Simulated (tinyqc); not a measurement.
Length offset and series resistance from crossing lines.

Inverse problem. R_total = Rs + k (L - dL)/Vo with constant Rs, dL and k. Find k, dL and Rs.

R_total at (L, Vo) = (45, 0.39), (135, 0.39), (45, 0.84) and (135, 0.84), L in nm and Vo in V (ohm um): [296.23077, 942.38462, 182, 482]

Solution. At each overdrive R is a straight line in L with slope k/Vo; the two lines cross at L = dL, R = Rs.

k = 2.800 ohm um V/nm
dL = 15.30 nm
Rs = 83.00 ohm um

Program tinyqc, `OMP_NUM_THREADS=1 python tinyqc.py 2282087 2282088 out.jsonl`; Intel Xeon 2.30GHz, shared host, one thread, about 0.05 s.
